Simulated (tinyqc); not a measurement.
Keating valence-force model of a tetrahedral crystal: one step, computed by the program tinyqc. Command: `OMP_NUM_THREADS=1 python tinyqc.py 3029252 3029253 out.jsonl keating walk`. One thread of a shared host (Intel(R) Xeon(R) Processor @ 2.30GHz), about 0.03 s of CPU time with the checks.

Atom A sits at 0 and atom B at a/4 (1,1,1) of an fcc lattice; the four bonds from A are t = a/4 (1,1,1), a/4 (1,-1,-1), a/4 (-1,1,-1), a/4 (-1,-1,1), of length d = sqrt(3) a/4. Energy: E = (3 alpha/(8 d^2)) sum over bonds (r.r - d^2)^2 + (3 beta/(8 d^2)) sum over pairs of bonds at one atom (r_i.r_j + d^2/3)^2; both atoms have the mass M. The cell holds two atoms, Omega = a^3/4. 1 N/m = 1 J/m^2. With constants fitted to the elastic moduli this model puts optical and zone-boundary frequencies of real crystals too high, by up to about 20 % in elemental crystals and up to about 50 % in compounds, and mostly by more for TA modes; in compounds the lattice part of the static dielectric constant then comes out too low.

Question. Elastic constants and internal strain. C11 = (alpha + 3 beta)/a, C12 = (alpha - beta)/a, C44 = 4 alpha beta/(a (alpha + beta)); with the two sublattices clamped C44(0) = (alpha + beta)/a; internal-strain parameter zeta = (alpha - beta)/(alpha + beta); B = (C11 + 2 C12)/3.

Inputs (values chosen for the exercise, modelled on diamond): lattice constant a = 3.567 angstrom; bond stretching alpha = 124 N/m; bond bending beta = 89.5 N/m.

Structure: diamond.

Give: C11; C12; C44; clamped C44(0); internal-strain parameter zeta; bulk modulus B.

Answer.

C11 = 1100.4 GPa

C12 = 96.720 GPa

C44 = 582.91 GPa

clamped C44(0) = 598.54 GPa

internal-strain parameter zeta = 0.16159

bulk modulus B = 431.27 GPa

Letting the sublattices shift lowers C44 by 3 %, which is zeta^2. With zeta well below 1 the stiff angles force the bond lengths to change in a shear. The model fixes 2 C44 (C11 + C12)/((C11 - C12)(C11 + 3 C12)) = 1.000 whatever alpha and beta are.
